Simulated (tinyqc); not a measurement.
bcc against fcc: Finnis-Sinclair potential for a bcc metal: fit to cohesion and elasticity, then vacancy, surfaces and structure. Computed by tinyqc, a small Python program. Command: `OMP_NUM_THREADS=1 python tinyqc.py 3113568 3113569 out.jsonl fsfit walk`. One thread of a shared host (Intel(R) Xeon(R) Processor @ 2.30GHz), about 0.01 s of CPU time with the checks.

E = (1/2) sum V(r) - A sqrt(rho), rho = sum phi(r), phi = (r - d)^2 for r < d, V = (r - c)^2 (c0 + c1 r + c2 r^2) for r < c. In bcc the 8 first neighbours lie at sqrt(3) a/2 and the 6 second at a; both cut-offs lie below the third shell; Omega = a^3/2; E is per atom and z the number of atoms in a shell. The four constants A, c0, c1, c2 are fitted to E_c, zero pressure, B and C12 - C44 alone, so C44 and C11 - C12 are not matched singly; defects are unrelaxed.

Inputs (values chosen for the exercise, modelled on tantalum):

| quantity | value | unit |
|---|---|---|
| lattice constant a | 3.306 | angstrom |
| cohesive energy E_c | 7.95 | eV |
| target C11 | 259 | GPa |
| target C12 | 166 | GPa |
| target C44 | 84.3 | GPa |
| density cut-off d/a | 1.211 | - |
| pair cut-off c/a | 1.261 | - |

Constants: 1 eV/angstrom^3 = 160.2176634 GPa.

Method:
- rho = sum z phi, rho1 = sum z r phi', rho2 = sum z r^2 phi''. At zero pressure the effective pair part V + 2 F' phi obeys C12 = C44, so C12 - C44 = F'' (rho1/3)^2/Omega with F'' = A/(4 rho^(3/2)); this gives A.
- With v_k = (r - c)^2 r^k the rows are (1/2) sum z v_k, (1/2) sum z r v_k' and (1/2) sum z r^2 v_k''. With rho1 = sum z r phi' and rho2 = sum z r^2 phi'' the right-hand sides are: -E_c + A sqrt(rho) (cohesion); A rho1/(2 sqrt(rho)) (zero pressure); 9 B Omega + A [rho2/(2 sqrt(rho)) - rho1^2/(4 rho^(3/2))] with B = (C11 + 2 C12)/3.
- Solve the three equations.
- E of each lattice against the volume per atom, as a multiple of Omega; all neighbours inside the cut-offs are summed.

c0, c1, c2 (eV/angstrom^2, eV/angstrom^3, eV/angstrom^4): -0.26222  1.13790  -0.33588

A = 2.52586 eV/angstrom

Energies (eV/atom):

| V/Omega | bcc | fcc | fcc less bcc (meV) |
|---|---|---|---|
| 0.80 | -7.4214 | -7.2065 | 214.90 |
| 0.84 | -7.6234 | -7.3445 | 278.88 |
| 0.88 | -7.7726 | -7.4584 | 314.17 |
| 0.92 | -7.8738 | -7.5524 | 321.45 |
| 0.96 | -7.9316 | -7.6251 | 306.54 |
| 1.00 | -7.9500 | -7.6829 | 267.08 |
| 1.05 | -7.9234 | -7.7253 | 198.14 |
| 1.10 | -7.8480 | -7.7204 | 127.67 |
| 1.20 | -7.5756 | -7.5868 | -11.21 |

What follows from these numbers?

The lowest fcc row, at V/Omega = 1.05, lies +225 meV from the bcc minimum: the fit keeps bcc stable, though nothing in it asked for that.

Extremes, crossings and ranges named in words are read from the listed rows.
